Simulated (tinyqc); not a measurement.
Layer against dose: implant damage, amorphisation by cascade overlap, and solid-phase epitaxial regrowth. Computed by tinyqc, a small Python program. Command: `OMP_NUM_THREADS=1 python tinyqc.py 3113034 3113035 out.jsonl sper walk`. One thread of a shared host (Intel(R) Xeon(R) Processor @ 2.30GHz), about 0.01 s of CPU time with the checks.

Range and width of the damage are inputs. Dynamic annealing enters only through the surviving share f.

Inputs (values chosen for the exercise, modelled on indium ions in germanium):
```
quantity                           value    unit
atomic density N                    44.2  1/nm^3
ion Z1                                49       -
ion mass M1                        114.8       u
target Z2                             32       -
target mass M2                     72.63       u
ion energy E                          82     keV
displacement energy E_d               14      eV
depth of the damage peak R_d          28      nm
width of the damage profile s_d       19      nm
share of defects that survive f     0.69       -
critical displaced share x_c        0.12       -
dose Q                           2.3e+14  1/cm^2
```

Constants: a_0 = 0.529177210903 angstrom; e^2/(4 pi eps_0) = 14.39964548 eV angstrom.

Method. Robinson partition: eps = E a M2/(Z1 Z2 (e^2/(4 pi eps_0)) (M1 + M2)), a = 0.8853 a_0/sqrt(Z1^(2/3) + Z2^(2/3)); k = 0.0793 Z1^(2/3) Z2^(1/2) (M1 + M2)^(3/2)/((Z1^(2/3) + Z2^(2/3))^(3/4) M1^(3/2) M2^(1/2)); damage energy T_d = E/(1 + k (eps + 0.40244 eps^(3/4) + 3.4008 eps^(1/6))); displacements nu = 0.8 T_d/(2 E_d). Displaced share x(z) = f nu Q exp(-(z - R_d)^2/(2 s_d^2))/(sqrt(2 pi) s_d N); the layer is amorphous where x > x_c, between R_d -/+ s_d sqrt(2 ln(x_max/x_c)), the upper edge being cut at the surface. Threshold dose Q_c = Q x_c/x_max.

threshold dose Q_c = 2.13693e+13 1/cm^2

displacements per ion nu = 1713.20

Dose series; the last column is f nu Q erfc((z2 - R_d)/(sqrt2 s_d))/2:
```
Q (1/cm^2)   x_max  upper edge (nm)  lower edge (nm)  displaced atoms beyond z2 (1/cm^2)
2.35e+13    0.1320           19.716           36.284                          9.2067e+15
3.21e+13    0.1803           10.860           45.140                          6.9630e+15
5.34e+13    0.2999            2.285           53.715                          5.5526e+15
8.55e+13    0.4801            0.000           59.640                          4.8442e+15
1.50e+14    0.8423            0.000           65.509                          4.2877e+15
2.56e+14    1.4376            0.000           70.342                          3.9104e+15
5.34e+14    2.9987            0.000           76.205                          3.5279e+15
1.07e+15    6.0086            0.000           81.156                          3.2553e+15
```

A dose 46 times larger moves the lower edge from 36.3 to 81.2 nm, as the root of a logarithm, and the damage beyond it falls by a factor 2.8, since the edge lies on an ever steeper tail. The layer reaches the surface at Q_c exp(R_d^2/(2 s_d^2)) = 6.33e13 per cm^2.
